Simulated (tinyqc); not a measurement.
Comparisons within one model: Stoner model of a band ferromagnet. A value that a table varies takes the place of the one given here.

Density of states per atom and spin: triangular, D(e) = (4 M/W^2) (W/2 - |e|). Levels e -/+ I m/2 for up and down spin, m = n_up - n_down, n_up + n_down = nd. At zero temperature e(N) is the energy below which N states lie, and E(m) = sum over spins of integral e D de - I m^2/4.

Constants: kB = 8.617333262e-05 eV/K.

Parameters, chosen for this exercise:
```
symbol  value  unit  meaning
W       6      eV    band width, e from -W/2 to W/2
M       5            states per atom and spin
nd      6.94         electrons per atom
I       1.14   eV    Stoner parameter
```

## Moment against temperature

Fermi-Dirac occupations on 600 equal energy intervals; m is iterated from saturation until it changes by less than 1e-7 or for 400 rounds; the paramagnet is unstable while I times the mean of D weighted by -df/de exceeds 1.

Results:
```
T/Tc  T (K)  m (muB)  I D(T) of the paramagnet
0.10   1056    3.058                     1.483
0.30   3168    3.002                     1.430
0.50   5281    2.826                     1.317
0.65   6865    2.560                     1.219
0.80   8449    2.089                     1.121
0.90   9505    1.551                     1.058
0.95  10033    1.123                     1.029
1.10  11617    0.000                     0.945
```

Tc (from I D(T) = 1) = 1.06e+04 K

kB Tc = 0.910 eV, 0.26 of the exchange splitting at zero temperature. m keeps 0.92 of its first value at half Tc and 0.51 at 0.9 Tc. The model knows only Stoner excitations; spin waves and local moments bring the ordering temperature below the Stoner value.

## Moment against the Stoner parameter

Lowest state for each I.

Results:
```
I (eV)  I D(EF)  m (muB)  E - E(0) (meV)
0.46      0.600    0.000             0.0
0.62      0.808    0.000             0.0
0.69      0.900    0.000             0.0
0.77      1.004    0.541            -0.1
0.85      1.108    2.359           -65.9
0.96      1.252    2.916          -266.0
1.15      1.499    3.060          -701.8
1.38      1.799    3.060         -1240.2
```

A moment first appears at I = 0.77 eV of those listed, where I D(EF) = 1.004. It is saturated at 3.060 from I = 1.15 eV on.

## Moment against band filling

Rigid band, I fixed: a Slater-Pauling curve.

Results:
```
nd   I D(EF)  m (muB)  m_max
3.0    1.472    3.000    3.0
4.0    1.699    4.000    4.0
5.0    1.900    4.986    5.0
6.0    1.699    4.000    4.0
6.5    1.590    3.500    3.5
7.0    1.472    3.000    3.0
7.5    1.344    2.485    2.5
8.0    1.202    1.846    2.0
8.5    1.041    0.798    1.5
9.0    0.850    0.000    1.0
9.5    0.601    0.000    0.5
```

Magnetic fillings among those listed: 3.0, 4.0, 5.0, 6.0, 6.5, 7.0, 7.5, 8.0 and 8.5; the largest moment is 4.99 at nd = 5. At 3.0, 4.0, 6.0, 6.5 and 7.0 the moment is saturated and follows m_max, changing by one per electron.

## What moves the moment

Lowest state for each case. Each row changes one parameter from the base and keeps the others.

Results:
```
case          I D(EF)  m (muB)  E - E(0) (meV)
base            1.486    3.060          -678.4
W = 5.52 eV     1.616    3.060          -837.6
I = 1.231 eV    1.605    3.060          -891.4
nd = 6.64       1.558    3.360          -909.7
```

The largest shifts from the base row, up to three for each result and ties (the steps differ in size, so this ranks the rows, not the parameters). I D(EF): W +0.129, I +0.119, nd +0.071. m (muB): nd +0.300; unchanged at the printed digits by W and I. E - E(0) (meV): nd -231.3, I -213.0, W -159.2.

(tinyqc, `OMP_NUM_THREADS=1 python tinyqc.py 1682148 1682149 out.jsonl`, Intel(R) Xeon(R) Processor @ 2.30GHz, 1 thread, shared host, about 0.3 s.)
